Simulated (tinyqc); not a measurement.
# AlGaN/GaN HEMT with access regions, lumped model: several studies

A polarisation-induced electron sheet under a Schottky gate, in series with two ungated access regions and contacts. Drift law v = mu E/(1 + mu E/vs) under the gate. Currents in mA/mm, resistances in ohm mm. No self-heating, no channel-length modulation; fits for polarisation, barrier and offset are chosen for the exercise.

Values chosen for this exercise; values close to those of AlGaN/GaN structures:

| symbol | value | unit | meaning |
|---|---|---|---|
| x | 0.17 |  | aluminium share of the barrier |
| d | 15 | nm | barrier thickness |
| eps_r | 9.1 |  | relative permittivity of barrier and channel |
| mu | 1600 | cm^2/(V s) | channel mobility |
| vs | 1.2e7 | cm/s | saturation velocity |
| Lg | 0.5 | um | gate length |
| Ls | 2 | um | source access length |
| Ld | 8 | um | drain access length |
| Rc | 0.42 | ohm mm | resistance of each contact |
| ft | 0 |  | share of the drain-access electrons removed by traps |
| Vg | -0.5 | V | gate voltage |
| Ec | 2.9 | MV/cm | critical field |
| te | 0.3 | um | depth over which the depleted charge spreads |
| tf | 300 | nm | insulator under the field plate |
| ei | 7.5 |  | relative permittivity of that insulator |

Constants: q = 1.602176634e-19 C, eps0 = 8.8541878128e-14 F/cm where lengths are in cm. Results are converted to the units shown.

Each table varies one quantity; the others keep the values above.

## Effect of the source access length

sigma = (5e13 x + 1.6e13 x^2) cm^-2, phiB = 0.84 + 1.3 x, dEc = 0.7 (1.71 x + x^2) in volts, Cb = eps0 eps_r/d, VT = phiB - dEc - q sigma/Cb, access density n0 = -Cb VT/q. Access resistance R(L, n) = L/(q mu n sqrt(1 - (I/(q n vs))^2)); Rs = Rc + R(Ls, n0), Rd = Rc + R(Ld, (1 - ft) n0). Vg' = Vg - I Rs, Vd' = Vd - I (Rs + Rd); with u = Vg' - VT, Vc = vs Lg/mu and w the smaller of Vd' and Vc [sqrt(1 + 2 u/Vc) - 1] (0 if negative), the channel gives (mu Cb/Lg)(u w - w^2/2)/(1 + w/Vc). I equals that channel current. Isat is I at Vd = 10 V, gm = dIsat/dVg, Ron the limit of Vd/I at small Vd.

The same in every row: VT (V) = -1.836; n0 (cm^-2) = 6.155e12.

Results:

| Ls (um) | Ron (ohm mm) | Isat (mA/mm) | gm (mS/mm) |
|---|---|---|---|
| 0.1 | 6.409 | 344.8 | 337.6 |
| 0.6 | 6.726 | 310.6 | 297.4 |
| 1 | 6.979 | 288.3 | 272.4 |
| 1.5 | 7.296 | 264.9 | 247.2 |
| 2.5 | 7.930 | 228.7 | 209.4 |
| 4 | 8.881 | 190.6 | 171.1 |

Estimate the missing row, Ls = 0.3 um.

Computed row:

| Ls (um) | Ron (ohm mm) | Isat (mA/mm) | gm (mS/mm) |
|---|---|---|---|
| 0.3 | 6.536 | 330.1 | 320.0 |

With this row back in the table: As Ls goes from 0.1 to 4 um, Ron rises from 6.41 to 8.88 ohm mm, Isat falls from 345 to 191 mA/mm and gm falls from 338 to 171 mS/mm. The ceiling Cb vs is 645 mS/mm.

## Effect of the barrier thickness

Same model as above.

Result of one run:

| d (nm) | VT (V) | n0 (cm^-2) | Ron (ohm mm) | Isat (mA/mm) | gm (mS/mm) |
|---|---|---|---|---|---|
| 33 | -5.044 | 7.686e12 | 6.197 | 654.5 | 160.5 |

What becomes of these results when the barrier thickness d is changed from 33 to 27 nm, all else the same?

Result of the changed run:

| d (nm) | VT (V) | n0 (cm^-2) | Ron (ohm mm) | Isat (mA/mm) | gm (mS/mm) |
|---|---|---|---|---|---|
| 27 | -3.975 | 7.403e12 | 6.411 | 551.1 | 180.8 |

The whole series:

| d (nm) | VT (V) | n0 (cm^-2) | Ron (ohm mm) | Isat (mA/mm) | gm (mS/mm) |
|---|---|---|---|---|---|
| 11 | -1.123 | 5.135e12 | 9.122 | 104.9 | 220.8 |
| 14 | -1.658 | 5.955e12 | 7.860 | 211.8 | 228.3 |
| 18 | -2.371 | 6.623e12 | 7.103 | 337.9 | 216.8 |
| 22 | -3.083 | 7.048e12 | 6.705 | 443.2 | 200.5 |
| 27 | -3.975 | 7.403e12 | 6.411 | 551.1 | 180.8 |
| 33 | -5.044 | 7.686e12 | 6.197 | 654.5 | 160.5 |

As d goes from 11 to 33 nm, Ron falls from 9.12 to 6.20 ohm mm, Isat rises from 105 to 654 mA/mm and gm goes from 221 through a maximum of 228 (at d = 14 nm among the rows listed) to 161 mS/mm. VT falls from -1.12 to -5.04 V. For d = 27 to 33 nm the power passes 5 W/mm, where self-heating, left out here, lowers the current.

## Field plate: effect of the aluminium share of the barrier

Off state: a depleted stretch that holds the voltage V has the peak field sqrt(k V), k = 2 q n0/(eps0 eps_r te), so one edge holds V1 = Ec^2/k. The sheet under the plate pinches off at Vf = q n0 (1/Cb + tf/(eps0 ei)); beyond it the gate edge is screened. BV = V1 if Vf >= V1, else Vf + V1, and at most Ec Ld.

The same in every row: Ec Ld (V) = 2320.0.

Results:

| x | Vf (V) | V1 (V) | BV (V) |
|---|---|---|---|
| 0.14 | 33.876 | 141.14 | 175.01 |
| 0.22 | 67.795 | 70.523 | 138.32 |
| 0.26 | 85.418 | 55.973 | 55.973 |
| 0.3 | 103.48 | 46.201 | 46.201 |
| 0.34 | 121.99 | 39.192 | 39.192 |
| 0.38 | 140.94 | 33.922 | 33.922 |

Estimate the missing row, x = 0.18.

Computed row:

| x | Vf (V) | V1 (V) | BV (V) |
|---|---|---|---|
| 0.18 | 50.614 | 94.461 | 145.08 |

With this row back in the table: BV falls from 175 to 33.9 V. The plate helps (Vf < V1) in 3 of the 7 rows, and the access length caps BV in 0. More sheet charge lowers Ron but steepens the field, so V1 falls.

Program tinyqc, `OMP_NUM_THREADS=1 python tinyqc.py 2570028 2570029 out.jsonl`; Intel Xeon 2.30GHz, shared host, one thread, about 0.01 s.
